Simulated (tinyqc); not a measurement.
# Fully depleted semiconductor-on-insulator film with two gates, non-linear Poisson equation by Newton steps: threshold and coupling against the insulator thickness

One dimension across the film, front interface at x = 0, back interface at x = ts. psi is counted from the intrinsic level, n = ni exp(psi/Vt) (source grounded), holes neglected, acceptors ionised. Gates act through Cox = eps0 eox/tox and Cbox = 3.9 eps0/tb with potentials G1 = Vg - (phiM - chi - Vt ln(Nc/ni)) and G2 = Vb - (phiB - chi - Vt ln(Nc/ni)). Classical Boltzmann densities, no interface charge, no depletion in the back plane.

ni = sqrt(Nc Nv) exp(-Eg/(2 Vt)), Eg in volts. The Poisson equation eps0 eps_r d2psi/dx2 = q (n + Na), with -eps0 eps_r dpsi/dx = Cox (G1 - psi) at x = 0 and eps0 eps_r dpsi/dx = Cbox (G2 - psi) at x = ts, is solved on 300 equal intervals with half boxes at both ends; N_inv is the trapezoid sum of n. VT is the Vg for N_inv = 1e11 cm^-2; -dVT/dVb from the linearised equation. Limits with Cs = eps0 eps_r/ts: front channel Cs Cbox/(Cox (Cs + Cbox)), back channel Cbox (Cox + Cs)/(Cox Cs). Swing at N_inv = 1e8 cm^-2.

Inputs (values chosen for the exercise); band and dielectric values close to those of In0.53Ga0.47As: temperature T = 300 K; band gap Eg = 0.732 eV; relative permittivity eps_r = 13.9; conduction-band density of states at T Nc = 2.09e17 cm^-3; valence-band density of states at T Nv = 7.7e18 cm^-3; electron affinity chi = 4.5 eV; relative permittivity of the gate insulator (close to silicon dioxide) eox = 3.9; film thickness ts = 7.7 nm; buried-oxide thickness (eps_r 3.9) tb = 140 nm; acceptor density of the film Na = 1.2e17 cm^-3; work function of the front gate phiM = 4.68 eV; work function of the back plane phiB = 5.18 eV; back-gate voltage Vb = 0 V.

Constants: q = 1.602176634e-19 C, kB = 1.380649e-23 J/K, Vt = kB T/q, eps0 = 8.8541878128e-14 F/cm where lengths are in cm. Results are converted to the units shown.

The same in every row: centroid/ts at VT = 0.438.

Results:
```
tox (nm),VT (V),-dVT/dVb,front-channel limit,back-channel limit,swing (mV/decade)
0.55,0.186,0.0104,0.00387,0.0194,60.2
0.78,0.189,0.0120,0.00549,0.0210,60.3
1.1,0.193,0.0143,0.00774,0.0233,60.4
1.6,0.200,0.0178,0.0113,0.0269,60.6
3.1,0.221,0.0284,0.0218,0.0376,61.3
4.4,0.238,0.0376,0.0310,0.0469,61.9
```

Estimate the missing row, tox = 2.2 nm.

Computed row:
```
tox (nm),VT (V),-dVT/dVb,front-channel limit,back-channel limit,swing (mV/decade)
2.2,0.208,0.0221,0.0155,0.0311,60.9
```

With this row back in the table: As tox goes from 0.55 to 4.4, VT rises from 0.186 to 0.238 V, the centroid stays near 0.438 of ts and -dVT/dVb rises from 0.0104 to 0.0376. The coupling covers 42.0 % of the way from the front-channel to the back-channel limit in the first row and 42.1 % in the last.

Range of the model: In so thin a film or at such density quantum confinement moves the charge away from the interfaces and raises the threshold.

Computed by the program tinyqc: `OMP_NUM_THREADS=1 python tinyqc.py 2190102 2190103 out.jsonl`, one thread of a shared Intel Xeon 2.30GHz, about 0.5 s for the whole run.
